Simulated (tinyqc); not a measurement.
Long-channel MOSFET, surface-potential model: one step of the calculation.

n-channel transistor on a uniformly doped p-type body, gradual-channel approximation, constant mobility, Boltzmann statistics, full ionisation. Potentials are counted from the neutral body; V is the electron quasi-Fermi potential, Vsb at the source and Vsb + Vds at the drain. Charges are magnitudes per area.

Question. Body potential, insulator capacitance and body factor. ni = sqrt(Nc Nv) exp(-Eg/(2 Vt)), Eg in volts; phiF = Vt ln(Na/ni); Cox = eps0 eox/tox; gamma = sqrt(2 q eps0 eps_r Na)/Cox. VT = Vfb + 2 phiF + gamma sqrt(2 phiF + Vsb), m = 1 + gamma/(2 sqrt(2 phiF + Vsb)).

Inputs (values chosen for the exercise); material values close to those of silicon:
```
symbol    value   unit                                      meaning
T           273      K                                  temperature
Eg         1.11     eV                                     band gap
eps_r      11.9          relative permittivity of the semiconductor
Nc      2.47e19  cm^-3       conduction-band density of states at T
Nv      2.29e19  cm^-3          valence-band density of states at T
Na         2e17  cm^-3                 acceptor density of the body
eox        26.2         relative permittivity of the gate insulator
tox         180     nm                          insulator thickness
Vfb        -0.6      V                            flat-band voltage
Vsb           0      V                     source-body reverse bias
```

Constants: q = 1.602176634e-19 C, kB = 1.380649e-23 J/K, Vt = kB T/q, eps0 = 8.8541878128e-14 F/cm where lengths are in cm. Results are converted to the units shown.

Give: ni; phiF; Cox; gamma; VT; m.

Answer.

ni = 1.3507e9 cm^-3
phiF = 0.44259 V
Cox = 0.12888 uF/cm^2
gamma = 2.0163 V^0.5
VT = 2.1822 V
m = 2.0715

Program tinyqc, `OMP_NUM_THREADS=1 python tinyqc.py 2360034 2360035 out.jsonl`; Intel Xeon 2.30GHz, shared host, one thread, about 0.04 s.
